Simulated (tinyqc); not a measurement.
# Chemically amplified photoresist: aerial image, acid generation, bake, development and line width, step by step

A worked calculation. Computed by tinyqc, a small Python program that keeps every step. Command: `OMP_NUM_THREADS=1 python tinyqc.py 3004953 3004954 out.jsonl resist walk`. One thread of a shared host (Intel(R) Xeon(R) Processor @ 2.30GHz), about 0.02 s of CPU time with the checks. Intermediate numbers are printed to about 6 digits and carried at full precision; extremes and crossings named in words are read from the listed rows.

Lines and spaces of pitch p with a two-beam-like image; x = 0 is the middle of the bright space. The resist is positive and treated as uniform in depth.

Inputs (values chosen for the exercise, for a model resist at 13.5 nm): pitch p = 38 nm; image contrast c = 0.48; mean dose E = 8.65 mJ/cm^2; Dill parameter C = 0.037 cm^2/mJ; quencher load q, relative to the acid generator = 0.17; acid diffusivity D = 0.11 nm^2/s; bake time t = 90 s; amplification rate k_amp = 0.025 1/s; threshold protection m_th = 0.5; development selectivity n = 8; largest rate r_max = 950 nm/s; smallest rate r_min = 0.18 nm/s; resist thickness d = 39 nm; development time t_d = 30 s; photon energy = 91.84 eV; absorption coefficient alpha = 4.7 1/um.

## Acid image and its blur

Dose E(x) = E [1 + c cos(2 pi x/p)]; acid h = 1 - exp(-C E(x)). Bake: the acid image is blurred by a Gaussian of variance sigma^2 = 2 D t (each Fourier term k of h, taken on 64 points, is multiplied by exp(-4 pi^2 k^2 D t/p^2)). Cosine coefficients: h(x) = sum_k h_k cos(2 pi k x/p).

diffusion length sigma = sqrt(2 D t) = 4.44972 nm

h_0 to h_4 before the bake: [0.269597, 0.111878, -0.004293, 0.000110, -0.000002]

h_0 to h_4 after the blur: [0.269597, 0.085349, -0.001454, 0.000010, 0.000000]

blur factor of the first harmonic = 0.762874

sigma/p = 0.117; the blur keeps 76 % of the modulation.

## From image to dissolution rate

The quencher then removes q, h_eff = max(h_blurred - q, 0); protection m = exp(-k_amp t h_eff). Mack rate r = r_max (a + 1)(1 - m)^n/(a + (1 - m)^n) + r_min, a = ((n + 1)/(n - 1))(1 - m_th)^n.

Across half a pitch:
```
x/p   x (nm)  dose (mJ/cm^2)  blurred acid  protection m  rate (nm/s)
0.00     0.0         12.8020      0.353501      0.661743      31.6860
0.05     1.9         12.5988      0.349598      0.667581      27.7081
0.10     3.8         12.0090      0.338193      0.684933      18.2894
0.15     5.7         11.0905      0.320204      0.713225       8.7976
0.20     7.6          9.9330      0.297139      0.751215       2.9618
0.25     9.5          8.6500      0.271051      0.796631       0.7359
0.30    11.4          7.3670      0.244407      0.845849       0.2406
0.35    13.3          6.2095      0.219889      0.893821       0.1831
0.40    15.2          5.2910      0.200102      0.934513       0.1801
0.45    17.1          4.7012      0.187244      0.961945       0.1800
0.50    19.0          4.4980      0.182785      0.971644       0.1800
```

The dose varies by a factor 2.85 across the pattern and the rate by 176.

## Space width and dose latitude

Edge: vertical development clears the film where r t_d >= d; the space width is twice the x where r = d/t_d. Dose sensitivity = d ln(width)/d ln E from widths at 1.005 E and E/1.005; image log-slope at the edge = |d ln E/dx|, normalised by the width (NILS); latitude for 10 % of width = 10 %/sensitivity.

space width = 17.4992 nm

dose sensitivity = 1.93327

NILS = 1.30090

dose latitude = 5.17260 %

At the same width a resist without blur would give a sensitivity 2/NILS = 1.537; the blur multiplies it by 1.26. Caution: lateral development, standing waves and the joint diffusion of acid and quencher are left out, so widths are indicative.

## Photon statistics at the edge

The edge lies at x = width/2. Absorbed photons per volume N = E(edge) alpha/(photon energy), 1 mJ/cm^2 = 62.41509 eV/nm^2, alpha in 1/nm; a Gaussian blur averages over a volume V = (2 sqrt(pi) sigma)^3; relative noise 1/sqrt(N V); edge noise sigma_x = (dh/d ln E) noise/|dh/dx|, with both derivatives of the blurred acid at the edge.

absorbed photons N = 0.0292707 1/nm^3

photons in the blur volume = 114.880

edge noise from photons = 1.57802 nm

Caution: the noise counts photons alone (acid and quencher statistics add to it) and takes the film as thicker than the blur; a thinner film averages in two dimensions only.

## Blur against noise

For each sigma the edge is held at x = p/4; N is taken at the mean dose; edge noise = (dh/d ln E)/(sqrt(N V) |dh/dx|), both derivatives taken of the blurred acid, V = (2 sqrt(pi) sigma)^3, N = E alpha/(photon energy), 1 mJ/cm^2 = 62.41509 eV/nm^2.

Trade-off:
```
sigma/p  sigma (nm)  blur factor  photons in V  edge noise (nm)
0.02           0.76     0.992135   5.40290e-01          17.2576
0.04           1.52     0.968911   4.32232e+00           6.2278
0.07           2.66     0.907808   2.31650e+01           2.8505
0.10           3.80     0.820869   6.75363e+01           1.8318
0.14           5.32     0.679167   1.85320e+02           1.3257
0.18           6.84     0.527530   3.93872e+02           1.1656
0.22           8.36     0.384667   7.19127e+02           1.1808
0.27          10.26     0.237168   1.32932e+03           1.4078
0.33          12.54     0.116531   2.42705e+03           2.1203
```

The noise is least near sigma/p = 0.18 among these rows. More diffusion averages over more photons (noise falls as sigma^(-3/2)) until it erases the image slope (factor exp(-2 pi^2 sigma^2/p^2)); for a pure cosine the two balance at sigma/p = sqrt(3/8)/pi = 0.195. Caution: for a film thinner than the blur the noise falls as 1/sigma only, and the optimum moves to sigma/p = 1/(2 pi) = 0.159. Caution: rows with under about ten photons in V are beyond a Gaussian noise estimate.

Checks made by the program: sensitivity 2/NILS in the limit of no diffusion (relative difference 2e-06).
